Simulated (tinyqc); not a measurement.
A spin-degenerate level with charging energy between two leads, rate equations: two steps of the calculation.

States 0, up, down and 2 with energies 0, e1 - Ez/2, e1 + Ez/2 and 2 e1 + U. mu_L = +V/2, mu_R = -V/2 (meV), f(x) = 1/(1 + exp(x/kB T)). A transition that adds one electron of given spin at the energy E has the rate G f(E - mu) from each lead, and its reverse G [1 - f(E - mu)]. I counts electrons leaving the left lead, times q.

Parameters, values chosen for the exercise:
- U = 4.9 meV (charging energy of the second electron)
- e1 = -3.45 meV (level)
- T = 0.63 K (temperature)
- V = 8 mV (bias)
- Ez = 0 meV (Zeeman splitting)
- dt = 0.27 ns (time step)

Constants: q = 1.602176634e-19 C, kB = 1.380649e-23 J/K, Vt = kB T/q. Results are converted to the units shown.

Question 1. Transition energies and Fermi factors. Transition energies: 0-up e1 - Ez/2, 0-down e1 + Ez/2, up-2 e1 + U + Ez/2, down-2 e1 + U - Ez/2.

Wanted: E; fL; fR.

Answer 1.

```
transition  E (meV)      fL  fR (1e-5)
0-up        -3.4500  1.0000     3.9827
0-down      -3.4500  1.0000     3.9827
up-2         1.4500  1.0000     0.0000
down-2       1.4500  1.0000     0.0000
```

Question 2. Time step. Explicit Euler step: p(new) = p + dt W p.

W (1/ns):
```
               0          up        down           2
0     -0.1120797   0.9999602   0.9999602   0.0000000
up     0.0560398  -1.0559602   0.0000000   1.0000000
down   0.0560398   0.0000000  -1.0559602   1.0000000
2      0.0000000   0.0560000   0.0560000  -2.0000000
```

p after step 1: 0 0.96973849, up 0.01513075, down 0.01513075, 2 0.00000000

Wanted: p after step 2.

Answer 2.

p after step 2: 0 0.94856, up 0.02549, down 0.02549, 2 0.00046

Range of the model: Rate equations need hbar G well below kB T; cotunnelling and the Kondo effect are left out.

Numbers from tinyqc (`OMP_NUM_THREADS=1 python tinyqc.py 2780015 2780016 out.jsonl`; about 0.01 s on one thread of a shared Intel Xeon 2.30GHz).
